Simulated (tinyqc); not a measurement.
Six-band k.p model of the valence band of a wurtzite crystal: sweeps and comparisons. A value that a table varies takes the place of the one given here.

At k = 0: E1 = D1c + D2c + Te + Le (pure HH); E2, E3 = Le + u +/- sqrt(u^2 + 2 D3c^2), u = (D1c - D2c + Te)/2, D1c = Dcr, D2c = D3c = Dso/3. The weight of LH in state 2 is fL = (E2 - Le)^2/((E2 - Le)^2 + 2 D3c^2). Relative strengths of transitions to the conduction band: for E perpendicular to c (TE) 1/2, fL/2, (1 - fL)/2; for E along c (TM) 0, 1 - fL, fL, with one momentum element for both directions.

Strain of a c-plane layer: exx = eyy = e_par, ezz = -2 (C13/C33) e_par; Le = D1 ezz + D2 (exx + eyy), Te = D3 ezz + D4 (exx + eyy).

Conduction edge: Ec = (top of the unstrained valence band) + Eg + (a1 + D1) ezz + (a2 + D2)(exx + eyy).
Constants: kB = 8.617333262e-05 eV/K.

Parameters, chosen for this exercise (of the order of those of hexagonal CdS; not measured data): Dcr = 0.0234 eV (crystal-field splitting); Dso = 0.0669 eV (spin-orbit splitting); Eg = 2.562 eV (direct gap at Gamma from the top of the unstrained valence band); a1 = -2.92 eV (gap potential along c); a2 = -4.55 eV (gap potential in the plane); D1 = -1 eV; D2 = 0.98 eV; D3 = 1.28 eV; D4 = -2.97 eV; C13 = 53 GPa; C33 = 94 GPa; T = 400 K (temperature); e_par = 0.0127 (exx = eyy of a c-plane layer).

## Strain and the order of the valence edges

Edges from the unstrained top. Degree of polarisation (TE - TM)/(TE + TM), each state weighted by exp(E/kT) alone (equal densities of states).

Results:

| e_par (%) | E1 (meV) | E2 (meV) | E3 (meV) | fL | lowest transition (eV) | polarisation |
|---|---|---|---|---|---|---|
| -1.20 | 51.5 | 16.9 | -92.7 | 0.909 | 2.5431 | 0.868 |
| -0.90 | 38.7 | 6.5 | -85.9 | 0.865 | 2.5478 | 0.796 |
| -0.60 | 25.8 | -2.7 | -80.4 | 0.792 | 2.5525 | 0.684 |
| -0.30 | 12.9 | -9.7 | -76.9 | 0.673 | 2.5573 | 0.516 |
| 0.00 | 0.0 | -13.6 | -76.7 | 0.509 | 2.5620 | 0.288 |
| 0.30 | -12.9 | -13.7 | -80.2 | 0.342 | 2.5667 | 0.016 |
| 0.60 | -25.8 | -10.5 | -87.0 | 0.217 | 2.5562 | -0.261 |
| 0.90 | -38.7 | -5.2 | -96.0 | 0.140 | 2.5427 | -0.500 |
| 1.20 | -51.5 | 1.5 | -106.3 | 0.094 | 2.5278 | -0.679 |

What can be read from the table?

E1 = E2 requires Dcr + Te = 0, which here falls at e_par = 0.32 %, inside the sweep: state 1 is on top for smaller e_par and state 2 beyond. The polarisation goes from +0.87 to -0.68 and changes sign between 0.30 and 0.60 %; the lowest transition moves by -6 meV per 1 % on average, not monotonically: it peaks at e_par = 0.30 % among these rows. The deformation potentials of this set are rough, and the small net slope can differ from measurement even in sign.

## Crystal field against spin-orbit coupling

No strain; Dcr is varied.

Results:

| Dcr (meV) | Dcr/Dso | E1 (meV) | E2 (meV) | E3 (meV) | E1 - E2 (meV) | E1 - E3 (meV) | fL |
|---|---|---|---|---|---|---|---|
| -178.4 | -2.67 | -156.1 | 4.8 | -205.5 | -160.9 | 49.4 | 0.023 |
| -89.2 | -1.33 | -66.9 | 8.3 | -119.8 | -75.2 | 52.9 | 0.065 |
| -44.6 | -0.67 | -22.3 | 12.5 | -79.4 | -34.8 | 57.1 | 0.136 |
| -22.3 | -0.33 | 0.0 | 16.3 | -60.9 | -16.3 | 60.9 | 0.211 |
| 0.0 | 0.00 | 22.3 | 22.3 | -44.6 | 0.0 | 66.9 | 0.333 |
| 22.3 | 0.33 | 44.6 | 31.5 | -31.5 | 13.1 | 76.1 | 0.500 |
| 44.6 | 0.67 | 66.9 | 44.6 | -22.3 | 22.3 | 89.2 | 0.667 |
| 89.2 | 1.33 | 111.5 | 79.4 | -12.5 | 32.1 | 124.0 | 0.864 |
| 178.4 | 2.67 | 200.7 | 162.2 | -6.1 | 38.5 | 206.8 | 0.964 |

How do the results move?

At Dcr = 0 the cubic pattern returns: E1 = E2, E3 lies Dso = 66.9 meV lower and fL = 0.333 (1/3). For large positive Dcr, E1 - E2 tends to 2 Dso/3 = 44.6 meV (last row 38.5) and state 2 turns LH-like; for negative Dcr state 2 rises to the top and turns CH-like (98 % in the first row). In every row the two splittings add up to Dcr + Dso and multiply to (2/3) Dcr Dso.

## What each parameter does

Splittings at k = 0 under the strain, fL and the lowest transition. Each row changes one parameter from the base and keeps the others.

Results:

| case | E1 - E2 (meV) | E1 - E3 (meV) | fL | lowest transition (eV) |
|---|---|---|---|---|
| base | -57.78 | 54.31 | 0.0867 | 2.5242 |
| a2 = -5.46 eV | -57.78 | 54.31 | 0.0867 | 2.5011 |
| a1 = -3.504 eV | -57.78 | 54.31 | 0.0867 | 2.5326 |
| Dcr = 0.01872 eV | -62.07 | 53.92 | 0.0804 | 2.5199 |
| C13 = 42.4 GPa | -54.44 | 54.64 | 0.0921 | 2.5155 |
| D3 = 1.024 eV | -54.44 | 54.64 | 0.0921 | 2.5239 |
| D1 = -1.2 eV | -57.78 | 54.31 | 0.0867 | 2.5242 |
| e_par = 0.01016 | -40.94 | 56.23 | 0.1197 | 2.5371 |
| Dso = 0.05352 eV | -59.24 | 42.39 | 0.0660 | 2.5228 |

What can be read from the table?

The largest shifts from the base row, up to three for each result and ties (the steps differ in size, so this ranks the rows, not the parameters). E1 - E2 (meV): e_par +16.84, Dcr -4.29, C13 +3.34, D3 +3.34; unchanged at the printed digits by a2, a1 and D1. E1 - E3 (meV): Dso -11.93, e_par +1.91, Dcr -0.39; unchanged at the printed digits by a2, a1 and D1. fL: e_par +0.0330, Dso -0.0207, Dcr -0.0063; unchanged at the printed digits by a2, a1 and D1. lowest transition (eV): a2 -0.0231, e_par +0.0128, C13 -0.0087; unchanged at the printed digits by D1. D1 and D2 shift all valence edges and the conduction edge alike, so they drop out of splittings and transitions.

Run: tinyqc, `OMP_NUM_THREADS=1 python tinyqc.py 1080079 1080080 out.jsonl`; Intel(R) Xeon(R) Processor @ 2.30GHz, one thread, shared host; about 0.01 s of CPU time with all checks.
